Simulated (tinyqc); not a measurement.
What moves the results: interband optics of a two-band s-p chain from momentum matrix elements. A value that a table varies takes the place of the one given here.

H(k) = [[Es - 2 ts cos ka, 2i V sin ka], [-2i V sin ka, Ep_ + 2 tp cos ka]] in the basis s, p; the lower band is full, with two electrons a cell. The velocity operator times hbar is W = dH/dk (eV angstrom); intra-atomic dipoles are left out.

With w(k) = |<c|W|v>|^2 and D(k) = Ec - Ev, on the mesh k_j = (j + 1/2)/N (2 pi/a): eps(E) = 1 + (8 pi e2/(a Ar)) mean_j (w/D^2) [1/(D - E - i eta) + 1/(D + E + i eta)], e2 = e^2/(4 pi eps0); light polarised along the chains, no local fields.

Constants: e^2/(4 pi eps0) = 14.39964547 eV angstrom; hbar^2/2m0 = 3.80998211 eV angstrom^2.

Parameters, chosen for this exercise:

| symbol | value | unit | meaning |
|---|---|---|---|
| a | 4.04 | angstrom | period |
| Es | 2.83 | eV | upper orbital (s) |
| Ep_ | -3.73 | eV | lower orbital (p) |
| ts | 0.62 | eV | s-s hopping |
| tp | 0.53 | eV | p-p hopping |
| V | 0.79 | eV | s-p hopping |
| Ar | 11 | angstrom^2 | cross-section per chain |
| eta | 0.15 | eV | Lorentzian half width |
| E | 5.95 | eV | photon energy |

## Joint density of states against eps2

Mesh of 2000 points. J(E) = mean of (eta/pi)/((E - D)^2 + eta^2). The fourth column is J times the constant (8 pi^2 e2/(a Ar)) mean(w/D^2). R = |(sqrt(eps) - 1)/(sqrt(eps) + 1)|^2.

Spectrum:

| E (eV) | J (1/eV) | eps2 | eps2 with constant element | eps1 | R |
|---|---|---|---|---|---|
| 3.66 | 0.018 | 0.672 | 0.242 | 5.053 | 0.150 |
| 4.19 | 0.144 | 6.907 | 1.886 | 8.488 | 0.314 |
| 4.71 | 0.170 | 4.998 | 2.227 | -2.000 | 0.421 |
| 5.24 | 0.136 | 1.715 | 1.789 | -1.369 | 0.426 |
| 5.77 | 0.128 | 0.599 | 1.679 | -0.394 | 0.362 |
| 6.30 | 0.130 | 0.233 | 1.700 | 0.412 | 0.051 |
| 6.82 | 0.139 | 0.236 | 1.817 | 1.052 | 0.003 |
| 7.35 | 0.157 | 0.512 | 2.062 | 1.599 | 0.023 |
| 7.88 | 0.194 | 1.149 | 2.546 | 2.058 | 0.061 |
| 8.41 | 0.285 | 2.689 | 3.732 | 2.201 | 0.141 |
| 8.93 | 0.270 | 3.298 | 3.546 | -2.708 | 0.498 |
| 9.46 | 0.031 | 0.343 | 0.409 | -0.952 | 0.706 |

What can be read from the table?

Transitions span 4.260 to 8.860 eV. Among the energies listed J peaks at 8.41 eV and eps2 at 4.19 eV. The ratio of eps2 to the constant-element value is 2.24 at 4.71 eV and 0.72 at 8.41 eV: w/D^2 is 2.245 angstrom^2 at the zone centre and 0.519 at the edge.

## Mesh against broadening

eps2 at E for three widths, and eps(0) at eta = 0; the last row is the mesh of 2000 points.

Convergence:

| N | eta = 0.03 eV | eta = 0.1 eV | eta = 0.3 eV | eps(0) |
|---|---|---|---|---|
| 4 | 0.117 | 0.380 | 0.910 | 1.7525 |
| 8 | 0.050 | 0.164 | 0.473 | 2.4850 |
| 16 | 0.590 | 0.663 | 0.683 | 2.5480 |
| 32 | 0.083 | 0.262 | 0.625 | 2.5481 |
| 64 | 0.129 | 0.320 | 0.633 | 2.5481 |
| 128 | 0.274 | 0.338 | 0.633 | 2.5481 |
| 2000 | 0.216 | 0.337 | 0.633 | 2.5481 |

What does this show, and why?

The first N from which eps2 stays within 2 % of the last row is above 128 for eta = 0.03, 128 for 0.1 and 32 for 0.3 eV; for eps(0) and 0.1 % it is 16. E lies inside the range of transitions, so as a rule the spacing of D between mesh points must fall below eta (less so where the weight w is small at E).

## Static constant against the gap

Es takes the values listed; mesh of 400 points; the Penn-type estimate is 1 + 8 pi c e2 n_eff/(a Ar Dm^2) with Dm the f-weighted mean of D, f = w/(c D), n_eff = 2 mean(f), c = hbar^2/2m0.

Results:

| Es (eV) | smallest D (eV) | Dm (eV) | n_eff | eps(0) | estimate |
|---|---|---|---|---|---|
| 2.53 | 3.960 | 6.242 | 1.665 | 2.835 | 2.326 |
| 2.83 | 4.260 | 6.544 | 1.592 | 2.548 | 2.154 |
| 3.33 | 4.760 | 7.045 | 1.484 | 2.193 | 1.927 |
| 3.83 | 5.260 | 7.547 | 1.389 | 1.941 | 1.757 |
| 4.83 | 6.260 | 8.549 | 1.232 | 1.619 | 1.523 |
| 5.83 | 7.260 | 9.551 | 1.106 | 1.430 | 1.376 |
| 7.83 | 9.260 | 11.553 | 0.918 | 1.234 | 1.213 |

How do the results move?

eps(0) - 1 falls from 1.835 to 0.234, as Dm^-3.35; a fixed n_eff would give the power -2, and n_eff goes from 1.665 to 0.918. The single-gap estimate is low by 27.7 % of eps(0) - 1 in the first row and 8.7 % in the last, since 1/D^2 favours the smallest separations. n_eff need not equal the 2 electrons of the cell: a two-orbital basis with chosen hoppings does not obey the free-electron sum rule.

## What moves the optical response

Mesh of 400 points; n_eff = 2 mean(w/(c D)), c = hbar^2/2m0. Each row changes one parameter from the base and keeps the others.

Results:

| case | smallest D (eV) | largest D (eV) | n_eff | eps(0) |
|---|---|---|---|---|
| base | 4.260 | 8.860 | 1.592 | 2.548 |
| a = 4.242 angstrom | 4.260 | 8.860 | 1.755 | 2.625 |
| Es = 3.13 eV | 4.560 | 9.160 | 1.525 | 2.320 |
| ts = 0.744 eV | 4.012 | 9.108 | 1.614 | 2.705 |
| V = 0.869 eV | 4.260 | 8.860 | 1.895 | 2.826 |
| Ar = 12.1 angstrom^2 | 4.260 | 8.860 | 1.592 | 2.407 |

What can be read from the table?

The largest shifts from the base row, up to three for each result and ties (the steps differ in size, so this ranks the rows, not the parameters). smallest D (eV): Es +0.300, ts -0.248; unchanged at the printed digits by a, V and Ar. largest D (eV): Es +0.300, ts +0.248; unchanged at the printed digits by a, V and Ar. n_eff: V +0.303, a +0.163, Es -0.067; unchanged at the printed digits by Ar. eps(0): V +0.278, Es -0.228, ts +0.157.

Run: tinyqc, `OMP_NUM_THREADS=1 python tinyqc.py 1681309 1681310 out.jsonl`; Intel(R) Xeon(R) Processor @ 2.30GHz, one thread, shared host; about 0.01 s of CPU time with all checks.
